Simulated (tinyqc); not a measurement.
Kinetic Monte Carlo and master equation for a particle on a ring of sites with traps and bias: one step, computed by the program tinyqc. Command: `OMP_NUM_THREADS=1 python tinyqc.py 3007065 3007066 out.jsonl kmc walk`. One thread of a shared host (Intel(R) Xeon(R) Processor @ 2.30GHz), about 0.08 s of CPU time with the checks.

7 sites on a ring, numbered 1 to 7. The saddle between i and i+1 lies at E0 + s b_i and site i at s eps_i; a force F tilts the landscape, with the saddle half-way.

Task: Twelve steps of the residence-time algorithm. Start on site 1 at t = 0. Hop right if r1 is below the share right, else left; advance the clock by -ln(r2) times the mean stay.

Inputs (values chosen for the exercise, for a model defect): temperature T = 660 K.

Disorder: site traps.

Random numbers:
```
step      r1      r2
1     0.5424  0.9579
2     0.8610  0.7027
3     0.0839  0.8504
4     0.8527  0.5118
5     0.5690  0.8942
6     0.7074  0.9374
7     0.7585  0.5067
8     0.4023  0.5813
9     0.5919  0.2351
10    0.2482  0.7444
11    0.9763  0.4459
12    0.7830  0.4421
```

Rates, shares of right hops and mean stays:
```
site  k right (1/s)  k left (1/s)  share right  mean stay (s)
1      2.644392e+06        532010    0.8325116   3.148216e-07
2      8.734864e+05        175732    0.8325116   9.530906e-07
3      2.104057e+06        423303    0.8325116   3.956697e-07
4      1.455528e+07       2928295    0.8325116   5.719654e-08
5      1.455528e+07       2928295    0.8325116   5.719654e-08
6      2.508521e+06        504675    0.8325116   3.318735e-07
7      7.326488e+05        147398    0.8325116   1.136304e-06
```

Give: Trajectory.

Result:

Trajectory:
```
step  site    hop   wait (s)  clock (s)  net hops
1        1  right  1.354e-08  1.354e-08         1
2        2   left  3.363e-07  3.498e-07         0
3        1  right  5.102e-08  4.008e-07         1
4        2   left  6.384e-07  1.039e-06         0
5        1  right  3.521e-08  1.074e-06         1
6        2  right  6.161e-08  1.136e-06         2
7        3  right  2.690e-07  1.405e-06         3
8        4  right  3.103e-08  1.436e-06         4
9        5  right  8.281e-08  1.519e-06         5
10       6  right  9.796e-08  1.617e-06         6
11       7   left  9.177e-07  2.535e-06         5
12       6  right  2.709e-07  2.805e-06         6
```
